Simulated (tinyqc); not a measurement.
Phonon-assisted absorption at an indirect gap: sweeps and comparisons. A value that a table varies takes the place of the one given here.

alpha(E) = sum_j A_j [N_j (E - Eg + w_j)^2 + (N_j + 1)(E - Eg - w_j)^2], each bracket counted only where its base is positive; N_j = 1/(exp(w_j/kB T) - 1). The first term absorbs a phonon and the second emits one; excitons and direct transitions are left out.

Photodiode (Gaertner form with a dead layer): QE = (1 - R) exp(-alpha xj) [1 - exp(-alpha W)/(1 + alpha L)], R = ((nr - 1)/(nr + 1))^2; responsivity = QE/E in A/W for E in eV.

Constants: kB = 8.617333262e-05 eV/K.

Inputs chosen for the exercise (loosely those of SiGe at room temperature; Eg is not tied to T; not measured data):
```
symbol  value         unit         meaning
Eg      0.954         eV           indirect gap, held fixed unless listed
w       (51.7, 14.9)  meV          two zone-edge phonons
A       (3500, 660)   1/(cm eV^2)  their strengths
T       77            K
nr      3.79                       refractive index
xj      0.19          micrometre   dead layer at the surface
W       9.5           micrometre   depleted width
L       3.9           micrometre   minority diffusion length below it
E       1.251         eV           photon energy
```

## The square root of alpha at three temperatures

The gap is held fixed, so only the phonon occupations change.

sqrt(alpha) (1/cm^(1/2)):
```
E - Eg (eV)    77 K   450 K   600 K
-0.04         0.014   0.414   0.528
-0.02         0.038   1.122   1.431
0.00          0.146   1.914   2.426
0.02          0.349   2.866   3.598
0.04          0.844   4.011   4.975
0.07          2.000   6.049   7.367
0.10          3.818   8.573  10.246
0.15          7.035  13.152  15.435
0.20         10.296  17.884  20.795
0.30         16.846  27.493  31.679
0.45         26.692  42.018  48.139
0.60         36.545  56.586  64.649
```

Below the gap only phonon absorption acts: at E - Eg = -0.02 eV sqrt(alpha) is 0.038, 1.122 and 1.431 at 77, 450 and 600 K. A straight line through the last two rows meets the axis at E - Eg = +0.0436, +0.0173 and +0.0126 eV: the intercept is roughly a weighted mean of the thresholds, not the gap, and it moves from the emission side towards Eg as the occupations grow. At the last row alpha grows by a factor 3.13 from the lowest to the highest temperature at fixed gap.

## Spectral response

Response:
```
E (eV)  wavelength (nm)  alpha (1/cm)  1/alpha (micrometre)  dead layer  collected     QE    A/W
0.97               1278        0.0821              1.22e+05       1.000      0.000  0.000  0.000
1.01               1228          1.72              5.81e+03       1.000      0.002  0.002  0.002
1.07               1159          23.4                   427       1.000      0.031  0.020  0.019
1.15               1078           101                  99.3       0.998      0.126  0.083  0.072
1.25                992           275                  36.4       0.995      0.305  0.200  0.160
1.40                886           699                  14.3       0.987      0.595  0.388  0.277
1.60                775      1.57e+03                  6.39       0.971      0.860  0.551  0.345
1.85                670      3.14e+03                  3.19       0.942      0.977  0.608  0.329
2.15                577      5.73e+03                  1.74       0.897      0.999  0.592  0.275
2.55                486      1.04e+04                 0.961       0.821      1.000  0.542  0.213
```

QE is highest, 0.608, at 1.85 eV of those listed and the responsivity at 1.60 eV; reflection alone caps QE at 0.661. Near the gap weak absorption limits it (collected share 0.000); at the top the dead layer passes 0.821. Far above the gap the quadratic law and a constant index are only rough; in the real crystal direct transitions take over near 2 eV, so the rows above that understate alpha.

## What moves the response

At the energy E. Each row changes one parameter from the base and keeps the others.

Results:
```
case                  alpha (1/cm)      QE
base                         277.2  0.2015
Eg = 0.934 eV                322.6  0.2274
T = 127 K                    309.0  0.2198
W = 19 micrometre            277.2  0.3070
L = 1.95 micrometre          277.2  0.1781
xj = 0.38 micrometre         277.2  0.2004
nr = 3.98                    277.2  0.1957
```

The largest shifts from the base row, up to three for each result and ties (the steps differ in size, so this ranks the rows, not the parameters). alpha (1/cm): Eg +45.4, T +31.8; unchanged at the printed digits by W, L, xj and nr. QE: W +0.1055, Eg +0.0259, L -0.0234.

Run: tinyqc, `OMP_NUM_THREADS=1 python tinyqc.py 1682356 1682357 out.jsonl`; Intel(R) Xeon(R) Processor @ 2.30GHz, one thread, shared host; about 0.01 s of CPU time with all checks.
